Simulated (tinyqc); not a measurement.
## Nanowire ballistic transistor, top-of-the-barrier model: effect of the valley degeneracy

At the top of the source barrier, states moving towards the drain are filled by the source (Fermi level 0) and states moving back by the drain (Fermi level -q Vd); nothing scatters. U is the shift of the band edge there, set by the capacitances CG, CD and CS (the total) and by the charge. Parabolic one-dimensional subbands; the source is grounded.

N0 = gv sqrt(2 m kB T/pi)/hbar, CG = 2 pi eps0 eox/ln(1 + 2 tox/d), CS = CG/aG, n0 = n at U = 0 and Vd = 0. eta1 = -(E0 + U)/Vt, eta2 = eta1 - Vd/Vt, n = (N0/2)[F_(-1/2)(eta1) + F_(-1/2)(eta2)], F_(-1/2)(x) = (1/sqrt(pi)) int_0^infinity u^(-1/2)/(1 + exp(u - x)) du. Each F is summed over the two subbands, F(eta) + F(eta - dE/Vt), which share the mass. U = UL + q (n - n0)/CS with UL = -(aG Vg + aD Vd), energies in eV. I = gv (2 q^2/h) Vt [ln(1 + exp eta1) - ln(1 + exp eta2)], summed over both subbands. CQ = (q/Vt) dn/d(eta1). E0 is held fixed.

Inputs (values chosen for the exercise); mass and valleys close to those of gallium nitride: temperature T = 300 K; effective mass m = 0.191 m0; relative permittivity of the gate insulator eox = 22; insulator thickness tox = 1.4 nm; wire diameter d = 3 nm; offset of a second subband (0: none) dE = 0.09 eV; gate control CG/CS aG = 0.9; drain control CD/CS aD = 0.05; band edge at the barrier top above the source Fermi level at zero bias E0 = 0.25 eV; gate voltage Vg = 0.6 V; drain voltage Vd = 0.6 V.

Constants: q = 1.602176634e-19 C, kB = 1.380649e-23 J/K, hbar = 1.054571817e-34 J s, h = 6.62607015e-34 J s, m0 = 9.1093837015e-31 kg, Vt = kB T/q, eps0 = 8.8541878128e-14 F/cm where lengths are in cm. Results are converted to the units shown.

Effect of the valley degeneracy:

| gv | eta1 | n (cm^-1) | I (uA) | mean velocity I/(q n) (cm/s) | CQ/CS |
|---|---|---|---|---|---|
| 1 | 10.38 | 6.657e6 | 34.60 | 3.245e7 | 0.1219 |
| 2 | 8.790 | 1.194e7 | 56.50 | 2.952e7 | 0.2766 |
| 3 | 7.545 | 1.609e7 | 69.87 | 2.711e7 | 0.4720 |
| 4 | 6.579 | 1.930e7 | 77.90 | 2.519e7 | 0.7104 |
| 6 | 5.241 | 2.376e7 | 86.10 | 2.262e7 | 1.266 |

As gv goes from 1 to 6, n rises from 6.66e6 to 2.38e7 cm^-1, the mean velocity falls from 3.24e7 to 2.26e7 cm/s and the current rises from 34.6 to 86.1 uA. CQ/CS goes from 0.12 to 1.3.

Computed by the program tinyqc: `OMP_NUM_THREADS=1 python tinyqc.py 2400075 2400076 out.jsonl`, one thread of a shared Intel Xeon 2.30GHz, about 0.05 s for the whole run.
